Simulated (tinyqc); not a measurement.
# Worked calculation: threshold switch as oscillator and as selector in a crossbar

Numbers from tinyqc (`OMP_NUM_THREADS=1 python tinyqc.py 2490119 2490120 out.jsonl`; about 0.01 s on one thread of a shared Intel Xeon 2.30GHz). Printed values are rounded.

Off state: I = Ith sinh(V/V0)/sinh(Vth/V0) up to Vth. On state: V = Vh + I Ron down to the holding current Ih, at Vl = Vh + Ih Ron. Switching is instantaneous.

Parameters, values chosen for the exercise; values of the order of Ge-Sb-Te and related chalcogenides:
```
symbol  value  unit                              meaning
Vth       3.3     V                    threshold voltage
Vh       1.48     V                      holding voltage
Ron       2.5  kohm                  on-state resistance
Ith      0.32    uA                 current at threshold
V0       0.21     V  voltage scale of the off-state sinh
Ih        6.5    uA                      holding current
C         110    fF        capacitance across the switch
N        1024              rows and columns of the array
Vs       4.07     V                       supply voltage
RL        710  kohm                      load resistance
```

Range of the model: Delay times, drift of Vth and line resistance are left out.

## Relaxation oscillation

With a load RL from Vs and C across the switch, it oscillates if the load line misses both branches: (Vs - Vl)/Ih < RL < (Vs - Vth)/Ith. Charging without leakage takes RL C ln[(Vs - Vl)/(Vs - Vth)]; discharging takes (RL || Ron) C ln[(Vth - Ve)/(Vl - Ve)], Ve = (Vs Ron + Vh RL)/(Ron + RL).

Vl = 1.496250 V
smallest RL = 395.9615 kohm
largest RL = 2406.250 kohm
charging time = 94.24551 ns
Ve = 1.489088 V
discharging time = 1.516170 ns
frequency = 10.44259 MHz

With the off-state leakage included the charging takes 99.38 ns, 5.4 % above this value.

## Leakage in a crossbar

In an N x N array driven at Vs, the V/2 scheme puts Vs/2 on 2 (N - 1) cells; the V/3 scheme puts Vs/3 on all N^2 - 1 others, N - 1 of them on the selected row. Row leakage is (N - 1) I; wasted power is the number of cells times V I.

I at Vs/2 = 0.7745380 nA
row leakage, V/2 = 0.7923524 uA
wasted power, V/2 = 3.224874 uW
I at Vs/3 = 0.03063385 nA
row leakage, V/3 = 0.03133843 uA
wasted power, V/3 = 43.57869 uW

The V/3 scheme cuts the row leakage by 25.3 and raises the wasted power by a factor of 13.5.
